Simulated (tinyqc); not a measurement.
CMOS latch-up, two-transistor model: two steps of the calculation.

A parasitic pnp (emitter at Vdd, base shunted by Rw) and npn (emitter at ground, base shunted by Rs) feed each other: the npn collector current flows out of the pnp base node, the pnp collector current into the npn base node. Forward-active transistors with constant gains: Icn = Isn exp(Vn/Vt), Icp = Isp (exp(Vp/Vt) - 1). A current Ii is injected into the npn base node.

Values chosen for this exercise; values close to those of bulk CMOS: temperature T = 300 K; current gain of the npn bn = 13.4; current gain of the pnp bp = 3.9; saturation current of the npn at T Isn = 5.2e-15 A; saturation current of the pnp at T Isp = 2e-16 A; substrate resistance shunting the npn Rs = 64 ohm; well resistance shunting the pnp Rw = 1500 ohm; resistance from the pnp collector to the npn base R2 = 130 ohm; base-emitter voltage in the on state Von = 0.69 V; saturation voltage Vsat = 0.2 V; supply voltage Vdd = 1.2 V; current injected into the substrate Ii = 7.12 mA.

Constants: q = 1.602176634e-19 C, kB = 1.380649e-23 J/K, Vt = kB T/q. Results are converted to the units shown.

Task 1. Holding current and voltage. On state with both base-emitter voltages at Von: npn base current Ib = (Von/Rs + bp Von/Rw)/(bn bp - 1), holding current Ih = (bn + 1) Ib + Von/Rs, holding voltage Vh = Vsat + Von + R2 (Ib + Von/Rs).

Wanted: bn bp; Ib; Ih; Vh.

Result 1.

bn bp = 52.26
Ib = 0.2453 mA
Ih = 14.31 mA
Vh = 2.323 V

Vh is above Vdd = 1.2 V, so the supply cannot sustain a latched state.

Task 2. Response to the injected current, once round the loop per iteration. Icn = Isn exp(Vn/Vt); Vp solves Vp/Rw + Icp/bp = Icn; Vn(new) solves Vn/Rs + (Isn/bn) exp(Vn/Vt) = Icp + Ii.

Vn at the start = 0.5 V

Give: Icn; Vp; Icp; Vn after iteration 1.

Result 2.

Icn = 0.0013051 mA
Vp = 0.0019576 V
Icp = 1.5733e-14 mA
Vn after iteration 1 = 0.45568 V

Program tinyqc, `OMP_NUM_THREADS=1 python tinyqc.py 2670060 2670061 out.jsonl`; Intel Xeon 2.30GHz, shared host, one thread, about 0.04 s.
